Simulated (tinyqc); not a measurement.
# MOS inversion layer, Poisson-Schroedinger loop: effect of the sheet density of electrons

Electrons confined at an insulator interface at z = 0, treated as a hard wall; parabolic valleys, Hartree approximation, no image or exchange terms. The depletion charge lies far deeper than the electrons and gives a uniform field q Nd/(eps0 eps_r); the gate balances all charge. Energies are counted from the band edge at the interface.

Schroedinger equation -(C/mz) psi'' + (V0 + U + dE for set B) psi = E psi, C = hbar^2/(2 m0), psi(0) = 0, on a uniform mesh of 800 nodes with a far wall at 20 nm, 8 levels a set; V0 = q Nd z/(eps0 eps_r); dU/dz = q (Ns - integral of n from 0 to z)/(eps0 eps_r), U(0) = 0; N_k = g md m0 q Vt/(pi hbar^2) ln(1 + exp((EF - E_k)/Vt)), g the number of valleys of the set, sum N_k = Ns. Triangular well: E_k = a_k (C F^2/mz)^(1/3), a_1 = 2.338107, a_2 = 4.087949, C = hbar^2/(2 m0), F in eV/nm. Fang-Howard (all electrons in the lowest level of set A): b^3 = 6 (mz1/C) q (Nd + 11 Ns/32)/(eps0 eps_r), centroid 3/b, level C b^2/(4 mz1) + (3/b) q (Nd + 11 Ns/16)/(eps0 eps_r). The centroid adds 3.9 z_av/eps_r to an oxide-equivalent thickness.

Values chosen for this exercise; masses and permittivity close to those of silicon (100):

| symbol | value | unit | meaning |
|---|---|---|---|
| T | 300 | K | temperature |
| eps_r | 11.6 |  | relative permittivity |
| mz1 | 0.932 | m0 | mass along z of valley set A (2 valley(s)) |
| md1 | 0.19 | m0 | in-plane density-of-states mass of set A |
| mz2 | 0.192 | m0 | mass along z of valley set B (4 valley(s)) |
| md2 | 0.416 | m0 | in-plane density-of-states mass of set B |
| Nd | 2.6e12 | cm^-2 | sheet density of depletion charge |
| dE | 0 | eV | extra shift of set B (strain) |

Constants: q = 1.602176634e-19 C, kB = 1.380649e-23 J/K, hbar = 1.054571817e-34 J s, m0 = 9.1093837015e-31 kg, Vt = kB T/q, eps0 = 8.8541878128e-14 F/cm where lengths are in cm, hbar^2/(2 m0) = 0.0380998212 eV nm^2. Results are converted to the units shown.

Result of one run:
```
A1 (meV)	B1 (meV)	EF (meV)	share of A1 (%)	share of set A (%)	centroid z_av (nm)	added oxide equivalent (nm)	Fang-Howard centroid (nm)
168	254	175	77.1	81.1	1.57	0.527	1.42
```

Which sheet density of electrons Ns gave this result: 1e11, 4.5e11, 2.1e12, 4.4e12 or 9.4e12 cm^-2?

Ns = 4.4e12 cm^-2.

The whole series:
```
Ns (cm^-2)	A1 (meV)	B1 (meV)	EF (meV)	share of A1 (%)	share of set A (%)	centroid z_av (nm)	added oxide equivalent (nm)	Fang-Howard centroid (nm)
1e11	97.0	163	-7.71	70.8	75.8	1.89	0.634	1.65
2.1e11	99.1	166	13.9	71.1	76.1	1.87	0.630	1.64
4.5e11	104	172	38.9	71.7	76.6	1.85	0.621	1.62
9.7e11	113	184	69.8	72.8	77.5	1.80	0.604	1.59
2.1e12	132	209	113	74.7	79.1	1.70	0.573	1.53
4.4e12	168	254	175	77.1	81.1	1.57	0.527	1.42
9.4e12	236	339	278	79.1	82.9	1.39	0.468	1.26
2e13	355	493	454	78.5	82.4	1.21	0.406	1.08
```

As Ns goes from 1e11 to 2e13, A1 rises from 97.0 to 355 meV, the share of A1 goes from 70.8 through a maximum of 79.1 (at Ns = 9.4e12 among the rows listed) to 78.5 % and the centroid falls from 1.89 to 1.21 nm. A1 goes as Ns^(0.54) between the last two rows (a triangular well in the field of that charge alone gives 2/3). EF lies more than 2 meV above A1 for Ns = 4.4e12, 9.4e12, 2e13. The Fang-Howard centroid is 13 % below the full one in the first row, where A1 holds 70.8 %, and 11 % below it in the last, where A1 holds 78.5 %.

Program tinyqc, `OMP_NUM_THREADS=1 python tinyqc.py 2160066 2160067 out.jsonl`; Intel Xeon 2.30GHz, shared host, one thread, about 0.8 s.
